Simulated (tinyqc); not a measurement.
Worked calculation: deep level as a short-range spherical well. Values are carried at full precision from step to step, so a last printed digit may differ when a step is redone from the rounded ones.

A spherical well of radius R and depth V0 below the conduction edge, one mass m, c = hbar^2/2m0. The s level at binding Et solves k cot(k R) = -kappa with k = sqrt(m (V0 - Et)/c), kappa = sqrt(m Et/c); it exists for V0 > Vc = c (pi/2R)^2/m. Outside, psi falls as exp(-kappa r)/r.

Constants: hbar^2/2m0 = 3.80998211 eV angstrom^2; fine-structure constant alpha = 0.007297352564; hc = 1239.841984 eV nm; kB = 8.617333262e-05 eV/K; hbar = 6.58211957e-16 eV s.

Values chosen for the exercise (near those of 4H SiC; not measured data):
```
symbol  value  unit          meaning
R       4.5    angstrom      radius of the well
V0      2.42   eV            depth of the well
m       0.397  m0            mass
n_r     2.67                 refractive index
gv      3                    valleys
sn      1.3    x 1e-16 cm^2  capture cross-section
T       350    K             temperature
```

## The bound level

Solve for Et; the share outside is [sin^2(kR)/(2 kappa)]/[sin^2(kR)/(2 kappa) + R/2 - sin(2kR)/(4k)].

Et = 0.4712 eV
k = 0.4506 1/angstrom
kappa = 0.2216 1/angstrom
share outside = 0.403
Vc = 1.169 eV

The well is 2.07 times the critical depth. Since dEt/dV0 equals the share inside, 0.60, a 1 % change of V0 moves Et by 3.1 %. The decay length is 4.5 angstrom, 1.0 times R.

## Peak of the photo-ionisation cross-section

Lucovsky model (delta well, plane-wave final states, no local-field factor): sigma = (32 pi alpha c/(3 n_r m Et)) (x - 1)^(3/2)/x^3, x = h nu/Et, c = hbar^2/2m0; 1 angstrom^2 = 1e-16 cm^2.

The maximum lies at x = 2. Give the photon energy, its wavelength and sigma there.

h nu = 0.942 eV
wavelength = 1316 nm
sigma = 23.3 x 1e-18 cm^2

With 40 % of the state outside the well the delta-well form is only a rough model of this centre.

## Thermal emission

Thermal emission e = sn v Nc exp(-Et/kB T), v = sqrt(6 c kB T/m)/hbar, Nc = 2 gv (m kB T/(4 pi c))^(3/2), c = hbar^2/2m0, one mass for both, degeneracy ratio 1; 1 angstrom = 1e-8 cm.

Give v, Nc, e and 1/e.

v = 2.002 x 1e7 cm/s
Nc = 23.73 x 1e18/cm^3
e = 1.01e+04 1/s
1/e = 9.88e-05 s

## Checks

- Et from the radial equation on a grid against the matching condition, eV: both 0.47.

(tinyqc, `OMP_NUM_THREADS=1 python tinyqc.py 1280754 1280755 out.jsonl`, Intel(R) Xeon(R) Processor @ 2.30GHz, 1 thread, shared host, about 0.01 s.)
